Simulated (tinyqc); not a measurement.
# On-chip interconnect, size-dependent resistivity and RC delay: delay against the aspect ratio

A rectangular line between two neighbours and two ground planes. Surface and grain-boundary scattering are added to the bulk resistivity as corrections; capacitances are parallel-plate values without fringing; inductance is ignored.

Metal width x = wd - 2 tl, height y = AR wd - tl; grain boundaries (Mayadas-Shatzkes): al = (lam/(gr x)) Rg/(1 - Rg), g = 1/[1 - 3 al/2 + 3 al^2 - 3 al^3 ln(1 + 1/al)] - 1; surfaces (Fuchs-Sondheimer, thick limit): s = (3/8) lam (1 - ps)(1/x + 1/y); rho = rho0 (1 + g + s); r = rho/(x y); c = eps0 ek (2 wd/hd + 2 Mf AR wd/sp). Elmore delay tE = Rd (c Lw + Cl) + r Lw (c Lw/2 + Cl); t50 is the time at which the far end of a ladder of 30 pi sections (half capacitances at both ends, Cl at the far end, a step applied through Rd) reaches half the step; line share r Lw/(Rd + r Lw); estimate 0.69 Rd (c Lw + Cl) + 0.38 r c Lw^2 + 0.69 r Lw Cl.

Values chosen for this exercise; metal values close to those of copper: bulk resistivity rho0 = 1.66 uohm cm; bulk mean free path lam = 38.9 nm; specular share of surface scattering ps = 0.3; reflection coefficient of grain boundaries Rg = 0.4; grain size over the metal width gr = 1; drawn line width wd = 17 nm; liner on both walls and the bottom, not conducting tl = 2.1 nm; space to the neighbouring lines sp = 26 nm; dielectric height to the planes above and below hd = 25 nm; relative permittivity of the dielectric ek = 2.5; Miller factor of the neighbours Mf = 0; line length Lw = 55 um; driver resistance Rd = 19000 ohm; load capacitance Cl = 3.6 fF.

Constants: eps0 = 8.8541878128e-12 F/m. Results are converted to the units shown.

The same in every row: c (fF/um) = 0.03010.

Result of one run:
```
AR	rho (uohm cm)	r (ohm/um)	tE (ps)	t50 (ps)	estimate (ps)	line share of the resistance (%)
2	8.088	198.1	148.1	104.5	102.8	36.44
```

What becomes of these results when the aspect ratio, height over width AR is changed from 2 to 2.8, all else the same?

Result of the changed run:
```
AR	rho (uohm cm)	r (ohm/um)	tE (ps)	t50 (ps)	estimate (ps)	line share of the resistance (%)
2.8	7.929	136.2	133.0	93.54	92.22	28.27
```

The whole series:
```
AR	rho (uohm cm)	r (ohm/um)	tE (ps)	t50 (ps)	estimate (ps)	line share of the resistance (%)
0.8	9.031	613.5	249.3	177.5	174.0	63.98
1.2	8.483	362.2	188.1	133.4	130.9	51.18
1.6	8.232	256.2	162.3	114.8	112.8	42.59
2	8.088	198.1	148.1	104.5	102.8	36.44
2.4	7.995	161.4	139.2	98.02	96.54	31.84
2.8	7.929	136.2	133.0	93.54	92.22	28.27
3.2	7.881	117.7	128.5	90.27	89.06	25.42
3.6	7.844	103.7	125.1	87.77	86.66	23.09
4	7.814	92.64	122.4	85.80	84.76	21.15
```

As AR goes from 0.8 to 4, r falls from 614 to 92.6 ohm/um, c stays at 0.0301 fF/um and t50 falls from 177 to 85.8 ps. t50/tE lies between 0.701 and 0.712, and the estimate is within 2.0 % of t50.

Range of the model: The metal width is under the mean free path, where the thick-limit surface term and the simple sum of corrections lose accuracy.

Numbers from tinyqc (`OMP_NUM_THREADS=1 python tinyqc.py 2100045 2100046 out.jsonl`; about 0.01 s on one thread of a shared Intel Xeon 2.30GHz).
